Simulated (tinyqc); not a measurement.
Potential-pH (Pourbaix) lines of a metal, its cation, its oxide and an oxyanion, with a complexing ligand: one step, computed by the program tinyqc. Command: `OMP_NUM_THREADS=1 python tinyqc.py 3029296 3029297 out.jsonl pourb walk`. One thread of a shared host (Intel(R) Xeon(R) Processor @ 2.30GHz), about 0.01 s of CPU time with the checks.

Potentials are against the standard hydrogen electrode; solids and water have unit activity; dG_f of M, H+ and the electron is zero; F = e N_A and s = R T ln(10)/F. The cation carries z = 2.

Problem. Mixed potential with oxygen reduction. Anodic i = i0a 10^((E - E_a)/b_a) with E_a the cation line with ligand; cathodic i = i0c 10^((E_c - E)/b_c) with E_c the oxygen line; supply caps the cathodic current, 1/i_c = 1/i(Tafel) + 1/i_L. E_corr makes the two currents equal. Without the cap it would be [b_c E_a + b_a E_c + b_a b_c log10(i0c/i0a)]/(b_a + b_c). Rate = i V_m/(z F). Films are left out.

Inputs (values chosen for the exercise, modelled on tin):
```
quantity                        value      unit
temperature T                  298.15         K
pH                                8.4         -
limiting current density i_L  0.00016    A/cm^2
molar volume V_m                 16.3  cm^3/mol
```

Species: M, M2+, MO, MO2(2-).

exchange current densities, metal and cathodic (A/cm^2): 3e-06  2.9e-12

Tafel slopes, anodic and cathodic (mV/decade): 95  100

cation line with ligand = -0.4947860 V

oxygen line = 0.7319529 V

Constants: e = 1.602176634e-19 C; N_A = 6.02214076e+23 1/mol.

Give: E_corr without the cap; corrosion potential E_corr; corrosion current density; i/i_L; etch rate.

Solution.

E_corr without the cap = -0.1902 V

corrosion potential E_corr = -0.3308 V

corrosion current density = 1.598e-04 A/cm^2

i/i_L = 0.9987

etch rate = 8.098 nm/min

The current sits at the supply limit: stirring or more oxidant, not the ligand, sets the rate. Caution: other oxidation states, hydroxides and hydrides are left out, and the lines say nothing of rates. Caution: at this pH the oxide, not the cation, is the stable product, and a film would cut the rate.
